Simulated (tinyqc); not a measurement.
# Worked calculation: p-n diode with diffusion and depletion-layer recombination

Computed by the program tinyqc: `OMP_NUM_THREADS=1 python tinyqc.py 2260003 2260004 out.jsonl`, one thread of a shared Intel Xeon 2.30GHz, about 0.01 s for the whole run. Printed values are rounded.

Abrupt junction in the depletion approximation, low injection, full ionisation, neutral widths fixed, ohmic contact on the p side. Vj is the junction voltage; where a series resistance Rs is given, V = Vj + J Rs is the terminal voltage.

Values chosen for this exercise; band and dielectric values close to those of gallium arsenide:

| symbol | value | unit | meaning |
|---|---|---|---|
| T | 450 | K | temperature |
| Eg | 1.42 | eV | band gap |
| eps_r | 13.1 |  | relative permittivity |
| Nc | 8.03e17 | cm^-3 | conduction-band density of states at T |
| Nv | 1.62e19 | cm^-3 | valence-band density of states at T |
| Na | 2.2e17 | cm^-3 | acceptor density |
| Nd | 4e16 | cm^-3 | donor density |
| mun | 3100 | cm^2/(V s) | electron mobility in the p side |
| mup | 300 | cm^2/(V s) | hole mobility in the n side |
| tn | 1e-9 | s | electron lifetime |
| tp | 8e-8 | s | hole lifetime |
| wp | 99 | um | neutral width of the p side |
| wn | 0.65 | um | neutral width of the n side |
| Sp | 1e5 | cm/s | recombination velocity at the n contact |
| Rs | 0.016 | ohm cm^2 | series resistance |
| Et | -0.01 | eV | trap level above the intrinsic level |
| Vj | 0.87 | V | junction voltage at which recombination is evaluated |
| V | 0.8 | V | terminal voltage |

Constants: q = 1.602176634e-19 C, kB = 1.380649e-23 J/K, Vt = kB T/q, eps0 = 8.8541878128e-14 F/cm where lengths are in cm. Results are converted to the units shown.

## Diffusion lengths and saturation currents

ni = sqrt(Nc Nv) exp(-Eg/(2 Vt)), Eg in volts; D = mu Vt; Ln = sqrt(Dn tn), Lp = sqrt(Dp tp); J0n = q ni^2 Dn coth(wp/Ln)/(Ln Na); J0p = (q ni^2 Dp/(Lp Nd)) (s + tanh(wn/Lp))/(1 + s tanh(wn/Lp)), s = Sp Lp/Dp.

ni = 4.031487e10 cm^-3
Ln = 3.467157 um
Lp = 9.647134 um
J0n = 4.103853e-10 A/cm^2
J0p = 4.212623e-10 A/cm^2

wp/Ln = 29 and wn/Lp = 0.067; holes carry 50.7 % of the diffusion current.

## Recombination in the depleted layer

ni = sqrt(Nc Nv) exp(-Eg/(2 Vt)), Eg in volts. Vbi = Vt ln(Na Nd/ni^2), W = sqrt(2 eps0 eps_r (Vbi - Vj)(1/Na + 1/Nd)/q), xp = W Nd/(Na + Nd), xn = W Na/(Na + Nd); u(x) = q Na (x + xp)^2/(2 eps0 eps_r) for x < 0 and Vbi - Vj - q Nd (xn - x)^2/(2 eps0 eps_r) for x > 0; p = Na exp(-u/Vt), n = Nd exp((u - Vbi + Vj)/Vt); U = ni^2 (exp(Vj/Vt) - 1)/(tp (n + ni exp(Et/Vt)) + tn (p + ni exp(-Et/Vt))); J_scr = q times the integral of U from -xp to xn. Trapezoid rule on 15 equal steps.

W = 106.8685 nm

```
point     x (nm)      u (V)    n (cm^-3)    p (cm^-3)  U (cm^-3 s^-1)
0      -16.44132  0.0000000  4.093351e13       2.2e17     4.033269e22
1       -9.31675  0.0077126  4.994088e13  1.803206e17     4.885768e22
2       -2.19218  0.0308504  9.069595e13  9.929189e16     8.451772e22
3        4.93239  0.0650447  2.190519e14  4.111067e16     1.535774e23
4       12.05696  0.0972973  5.032235e14  1.789537e16     1.548491e23
5       19.18153  0.1267454  1.075387e15  8.374073e15     9.538821e22
6       26.30610  0.1533889  2.137760e15  4.212527e15     5.139000e22
7       33.43067  0.1772278  3.953149e15  2.278025e15     2.827144e22
8       40.55524  0.1982622  6.800133e15  1.324294e15     1.651339e22
9       47.67981  0.2164919  1.088132e16  8.275989e14     1.033513e22
10      54.80438  0.2319171  1.619706e16  5.559880e14     6.946856e21
11      61.92895  0.2445377  2.242750e16  4.015327e14     5.018028e21
12      69.05352  0.2543537  2.888786e16  3.117355e14     3.896164e21
13      76.17809  0.2613652  3.461308e16  2.601726e14     3.251848e21
14      83.30266  0.2655721  3.857936e16  2.334246e14     2.917584e21
15      90.42723  0.2669743         4e16  2.251343e14     2.813979e21
```

J_scr = 0.07845449 A/cm^2

With 2000 steps J_scr = 0.07849 A/cm^2; the coarse value is 0.040 % below it. U is largest at x = 12.1 nm among these points; the peak lies where tp n = tn p. On the fine grid U peaks at 1.677e23 cm^-3 s^-1, and J_scr/(q U_max) is 27.3 % of W, the effective width of the recombining zone.

## Starting value

Vj = Vt ln(V/(Rs J0)), the value at which all of V would drop over Rs.

Vj at the start = 0.9624558 V

## Iteration 1: new Vj

J0 = J0n + J0p = 8.316476e-10 A/cm^2

Diffusion current alone: J = J0 (exp(Vj/Vt) - 1), g = Vj + J Rs - V, g' = 1 + Rs J0 exp(Vj/Vt)/Vt, Vj(new) = Vj - g/g'.

J = 50.00000 A/cm^2
g = 0.9624558 V
g' = 21.63025
Vj after iteration 1 = 0.9179600 V

## Iteration 2: new Vj

As before.

J = 15.87226 A/cm^2
g = 0.3719162 V
g' = 7.548976
Vj after iteration 2 = 0.8686929 V

## Course of the iteration

Stop when the step is below 1e-10 V, or after 80 iterations.

Course of the iteration:
```
iteration  Vj before the step (V)  step (V)
1                       0.9624558   -0.0445
2                       0.9179600   -0.0493
3                       0.8686929   -0.0493
4                       0.8193750   -0.0260
5                       0.7934016  -2.87e-3
6                       0.7905300  -2.20e-5
7                       0.7905080  -1.23e-9
8                       0.7905080         0
```

Converged in 8 iterations.
